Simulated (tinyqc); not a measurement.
Worked calculation: inversion-layer mobility, back-scattering and ballistic limit of a field-effect transistor. Computed by tinyqc, a small Python program that keeps every step. Command: `OMP_NUM_THREADS=1 python tinyqc.py 3028670 3028671 out.jsonl mos walk`. One thread of a shared host (Intel(R) Xeon(R) Processor @ 2.30GHz), about 0.01 s of CPU time with the checks. Intermediate numbers are printed to about 6 digits and carried at full precision; extremes and crossings named in words are read from the listed rows.

The charge at the top of the source barrier is fixed by the gate; series resistance and short-channel effects are left out. F_j are Fermi integrals normalised to exp(eta) in the classical limit.

Inputs (values chosen for the exercise, modelled on a silicon p-channel):

| quantity | value | unit |
|---|---|---|
| transport mass m | 0.31 | m_0 |
| valley degeneracy g_v | 1 | - |
| weight w of the inversion charge | 0.333 | - |
| permittivity eps | 11.7 | - |
| phonon mobility at 1 MV/cm and 300 K, mu_ph | 110 | cm^2/(V s) |
| roughness mobility at 1 MV/cm, mu_sr | 130 | cm^2/(V s) |
| Coulomb mobility at N_inv = 1e12/cm^2, mu_C | 250 | cm^2/(V s) |
| electrical oxide thickness t_inv | 2.8 | nm |
| depletion charge N_dep | 1.4e+12 | 1/cm^2 |
| gate overdrive V_G - V_T | 0.19 | V |
| drain voltage V_D | 0.05 | V |
| channel length L | 120 | nm |
| exponent a of the critical length | 0.57 | - |
| temperature T | 300 | K |

Statistics at the top of the barrier: non-degenerate.

Constants: eps_0 = 8.8541878128e-12 F/m; e = 1.602176634e-19 C; m_0 = 9.1093837015e-31 kg; k_B = 1.380649e-23 J/K; hbar = 1.054571817e-34 J s; k_B = 8.617333262e-05 eV/K.

## Charge and field

N_inv = 3.9 eps_0 (V_G - V_T)/(e t_inv); effective field E_eff = e (N_dep + w N_inv)/(eps eps_0).

inversion density N_inv = 1.46251e+12 1/cm^2

effective field E_eff = 0.291844 MV/cm

## Effective mobility

mu_phonon = mu_ph (E_eff/1 MV/cm)^(-0.3) (T/300 K)^(-1.75); mu_rough = mu_sr (E_eff/1 MV/cm)^(-2); mu_Coulomb = mu_C (N_inv/1e12 cm^-2) (T/300 K); Matthiessen's rule adds 1/mu.

phonon part = 159.165 cm^2/(V s)

roughness part = 1526.30 cm^2/(V s)

Coulomb part = 365.627 cm^2/(V s)

effective mobility mu = 103.381 cm^2/(V s)

The phonon part is the lowest and holds 65 % of 1/mu.

## Ballistic limit

Non-degenerate: every F_j(eta) is replaced by exp(eta). Ballistic channel: N_2D = g_v m k_B T/(pi hbar^2), U = e V_D/(k_B T); eta_F solves N_inv = (N_2D/2)[F_0(eta_F) + F_0(eta_F - U)]; v_T = sqrt(2 k_B T/(pi m)); I/W = e (N_2D/2) v_T [F_1/2(eta_F) - F_1/2(eta_F - U)]; injection velocity v_T F_1/2(eta_F)/F_0(eta_F).

N_2D = 3.34775e+12 1/cm^2

eta_F = -0.270005

thermal velocity v_T = 0.966311 1e7 cm/s

injection velocity = 0.966311 1e7 cm/s

ballistic current I/W = 169.231 microampere/micrometre

Caution: eta_F is above -1, so the non-degenerate formulas understate the injection velocity and the current.

## Back-scattering

Mean free path lambda = (2 k_B T/e)(mu/v_T) F_0(eta_0)/F_-1/2(eta_0), with eta_0 from N_inv = N_2D F_0(eta_0); critical length l = L (1 + U)^(-a), an empirical rule; back-scattering r = l/(l + lambda). Then eta solves N_inv = (N_2D/2)[(1 + r) F_0(eta) + (1 - r) F_0(eta - U)] and I/W = e (N_2D/2) v_T (1 - r)[F_1/2(eta) - F_1/2(eta - U)]. Ballistic ratio: I over the ballistic current. Apparent mobility 1/(1/mu + 1/mu_B), mu_B = mu L/lambda.

eta_0 = -0.828135

mean free path lambda = 5.53154 nm

critical length l = 64.9713 nm

back-scattering coefficient r = 0.921542

current I/W = 7.86233 microampere/micrometre

ballistic ratio = 0.0464591

apparent low-field mobility = 98.8251 cm^2/(V s)

L/lambda = 21.69; at this drain voltage the first 65.0 nm can return carriers, and the ratio is 5 %.

## Channel length

The last column is the long-channel law e N_inv mu V/L with V = V_D - V_D^2/(2 V_ov) below pinch-off and V_ov/2 above, V_ov = V_G - V_T.

Currents (microampere/micrometre):

| L (nm) | r | I/W | ballistic ratio | long-channel law |
|---|---|---|---|---|
| 5 | 0.328589 | 91.2209 | 0.539031 | 210.367 |
| 10 | 0.494643 | 62.4386 | 0.368955 | 105.184 |
| 20 | 0.661888 | 38.2814 | 0.226208 | 52.592 |
| 40 | 0.796550 | 21.5817 | 0.127528 | 26.296 |
| 80 | 0.886755 | 11.5258 | 0.068107 | 13.148 |
| 160 | 0.939979 | 5.9660 | 0.035254 | 6.574 |
| 400 | 0.975095 | 2.4380 | 0.014406 | 2.630 |
| 1000 | 0.989887 | 0.9837 | 0.005813 | 1.052 |

The current scales as L^-0.99 at the long end and as L^-0.55 at the short end, where it reaches 54 % of the ballistic 169. The long-channel law passes the ballistic limit between 5.00 and 10.0 nm and has no meaning below. At 1000 nm the model gives 0.94 times the long-channel law. Raising mu by 10 % at 20 nm raises I by 7.6 %.

## The mobility curve

The formulas are those given above.

Mobilities (cm^2/(V s)):

| V_G - V_T (V) | N_inv (1/cm^2) | E_eff (MV/cm) | phonon | roughness | Coulomb | total |
|---|---|---|---|---|---|---|
| 0.03 | 2.30922e+11 | 0.228416 | 171.307 | 2491.67 | 57.73 | 42.444 |
| 0.06 | 4.61845e+11 | 0.240309 | 168.718 | 2251.15 | 115.46 | 66.524 |
| 0.12 | 9.23690e+11 | 0.264094 | 164.008 | 1863.91 | 230.92 | 91.206 |
| 0.20 | 1.53948e+12 | 0.295809 | 158.522 | 1485.67 | 384.87 | 104.388 |
| 0.35 | 2.69410e+12 | 0.355273 | 150.046 | 1029.96 | 673.52 | 109.646 |
| 0.50 | 3.84871e+12 | 0.414737 | 143.239 | 755.78 | 962.18 | 107.023 |
| 0.75 | 5.77306e+12 | 0.513844 | 134.321 | 492.36 | 1443.27 | 98.340 |
| 1.00 | 7.69742e+12 | 0.612951 | 127.399 | 346.01 | 1924.35 | 88.817 |
| 1.50 | 1.15461e+13 | 0.811166 | 117.128 | 197.57 | 2886.53 | 71.707 |

The lowest part is Coulomb from 0.0300 to 0.0600, phonon from 0.120 to 1.50 V. The total peaks at 110 near E_eff = 0.36 MV/cm: screening lifts it at low density and the field presses it down at high density.

Checks made by the program: long channel and small V_D against the drift formula e N mu V_D/L (relative difference 3e-05).
